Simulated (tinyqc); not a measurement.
Pillar capacitor in an array: capacitance, non-linearity, leakage and relaxation: one step of the calculation.

A film between two metal electrodes, each interface adding a series capacitance ci. The small-signal permittivity is ek (1 + aq E^2); the field is found with the linear permittivity. Leakage J = J0 sinh(E/Ef). After a voltage step the film passes a relaxation current kr C V tt^(-nr), tt being the time in seconds. The sidewall is a coaxial capacitor with radii a = dm/2 and b = dm/2 + t, depth AR dm; the end face is left out.

Question. Cell capacitance, fields and time constant. Per length 1/c = ln(b/a)/(2 pi eps0 ek) + (1/a + 1/b)/(2 pi ci); cell capacitance c AR dm; per footprint over pt^2; fields c V/(2 pi eps0 ek r) at r = a and b; resistance of the inner electrode rho AR dm/(pi a^2); time constant R C/3 of the distributed line.

Parameters, values chosen for the exercise; permittivity of the order of that of silicon nitride:
- ek = 7.4 (relative permittivity of the film)
- t = 22 nm (film thickness)
- ci = 260 uF/cm^2 (capacitance of each electrode interface (dead layer and screening))
- V = 2.5 V (bias)
- dm = 160 nm (diameter of the pillar)
- AR = 50 (aspect ratio, depth over diameter)
- pt = 370 nm (pitch of the square array)
- rho = 300 uohm cm (resistivity of the inner electrode)

Constants: eps0 = 8.8541878128e-14 F/cm where lengths are in cm. Results are converted to the units shown.

Give: a; b; cell capacitance; capacitance per footprint; field at a; field at b; R; R C/3.

Answer.

a = 80.000 nm
b = 102.00 nm
cell capacitance = 13.525 fF
capacitance per footprint = 9.8795 uF/cm^2
field at a = 1.2833 MV/cm
field at b = 1.0065 MV/cm
R = 1.1937 kohm
R C/3 = 5.3814 ps

The array gives 33.2 times the planar capacitance per footprint; curvature makes the field at the inner electrode 1.13 times the planar value.

Program tinyqc, `OMP_NUM_THREADS=1 python tinyqc.py 2102155 2102156 out.jsonl`; Intel Xeon 2.30GHz, shared host, one thread, about 0.01 s.
